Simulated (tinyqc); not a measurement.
From a target to a composition: model-solid line-up of a strained alloy layer on a substrate.

Problem. A layer of the alloy is strained to the substrate, and its gap (Ec minus the top valence edge) is given. Find x between 0.10 and 0.89, where the gap is monotonic.

All values of the alloy are linear in x but the gap, Eg(x) = (1 - x) Eg_A + x Eg_B - C x (1 - x), and the valence edge, Ev(x) = (1 - x) Ev_A + x Ev_B + fv C x (1 - x); Ec = Ev + Eg. Ev is the top of the unstrained valence band on a scale common to all materials. In the layer only the Gamma valley of the conduction band is followed, also where an X or L valley would lie lower.

Coherent growth on a (001) face: e_par = (a_s - a)/a, e_perp = -2 (C12/C11) e_par; exx = eyy = e_par, ezz = e_perp, no shear.

Strained edges: Ec + ac tr(e); the valence edges are Ev plus the levels of the 6 x 6 matrix of X, Y, Z times spin with -Dso/3 + l exx + m (eyy + ezz) on the diagonal (cyclic), n exy off it, l = av + 2 b, m = av - b, n = sqrt(3) d. Spin-orbit term (Dso/3) L.sigma on X, Y, Z with (L_k)_ij = -i epsilon_kij: <X+|H|Y+> = -i Dso/3, <X+|H|Z-> = Dso/3, <Y+|H|Z-> = -i Dso/3, <Z+|H|X-> = -Dso/3, <Z+|H|Y-> = i Dso/3, <X-|H|Y-> = i Dso/3, and their conjugates; + and - are the spin along z.

Inputs chosen for the exercise (A near InP, B near GaP, substrate near Ge; the results hold for these values, not for the real material):
- a = (5.876, 5.452) angstrom (lattice constant of A, B)
- Eg = (1.437, 2.916) eV (gap at Gamma to the s-like level of A, B)
- Dso = (0.108, 0.079) eV (spin-orbit splitting of A, B)
- Ev = (-0.93, -1.26) eV (top of the unstrained valence band of A, B)
- ac = (-5.99, -8.28) eV (conduction deformation potential of A, B)
- av = (0.59, 1.7) eV (valence hydrostatic potential of A, B)
- b = (-2, -1.58) eV (tetragonal shear potential of A, B)
- d = (-5.05, -4.56) eV (trigonal shear potential of A, B)
- C11 = (101.5, 139.9) GPa (of A, B)
- C12 = (56.8, 62) GPa (of A, B)
- C44 = (46.1, 70.4) GPa (of A, B)
- C = 0.668 eV (bowing of the gap)
- fv = 0.2 (share of the bowing taken by the valence edge)
- a_s = 5.662 angstrom (substrate)
- face = 001 (growth face)

strained gap = 1.741619 eV

Find: x; e_par; gap of the relaxed alloy.

Solution. Bisect on x; the strained gap is 1.5901 eV at x = 0.10 and 2.2140 eV at x = 0.89.

x = 0.250
e_par = -1.872 %
gap of the relaxed alloy = 1.681 eV

Computed by tinyqc, a small Python program: `OMP_NUM_THREADS=1 python tinyqc.py 1051025 1051026 out.jsonl` (the numbers bound the seed that draws the inputs); one thread of a shared host (Intel(R) Xeon(R) Processor @ 2.30GHz), about 0.01 s for the whole set of steps.
